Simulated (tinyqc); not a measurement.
Interlayer thickness: switching kinetics of a ferroelectric film and the memory window of a ferroelectric gate stack. Computed by tinyqc, a small Python program. Command: `OMP_NUM_THREADS=1 python tinyqc.py 3002535 3002536 out.jsonl feswitch walk`. One thread of a shared host (Intel(R) Xeon(R) Processor @ 2.30GHz), about 0.03 s of CPU time with the checks.

Fields in MV/cm; 1 microcoulomb/cm^2 over eps_0 is 11.29409 MV/cm. In the stack (metal, ferroelectric, interlayer, channel) the channel is taken as a conductor.

Inputs (values chosen for the exercise, for a model film):
```
quantity                                 value               unit
saturation polarisation P_s                 18  microcoulomb/cm^2
ratio P_r/P_s                             0.88                  -
coercive field E_c                        0.81              MV/cm
permittivity of the ferroelectric eps_F     34                  -
thickness t_F                               19                 nm
permittivity of the interlayer eps_I       7.5                  -
share s of P screened by trapped charge   0.97                  -
pulse height V                             3.9                  V
breakdown field of the interlayer           12              MV/cm
```

Method. Series stack: V = E_F t_F + E_I t_I and eps_I E_I = eps_F E_F + (1 - s) P/eps_0. E_I is for P = +P_s at the pulse height, the depolarising field for P = +P_r at V = 0; V needed puts E_F = 1.5 E_c after switching.

Stack against t_I:
```
t_I (nm)  E_F after (MV/cm)  E_I (MV/cm)  depolarising field / E_c  V needed (V)
0.3                  1.9035       9.4425                  0.013017        2.4981
0.5                  1.8147       9.0400                  0.020771        2.6246
0.8                  1.6949       8.4966                  0.031236        2.8142
1.2                  1.5558       7.8662                  0.043377        3.0670
1.6                  1.4360       7.3229                  0.053841        3.3199
2.0                  1.3316       6.8498                  0.062954        3.5727
3.0                  1.1215       5.8972                  0.081299        4.2049
```

Each nanometre of interlayer costs 0.63 V, against 0.12 V for a nanometre of ferroelectric. The depolarising field grows from 0.01 to 0.08 E_c. At E_F = 1.5 E_c the interlayer carries (1.5 eps_F E_c + (1 - s) P_s/eps_0)/eps_I = 6.3 MV/cm whatever its thickness.
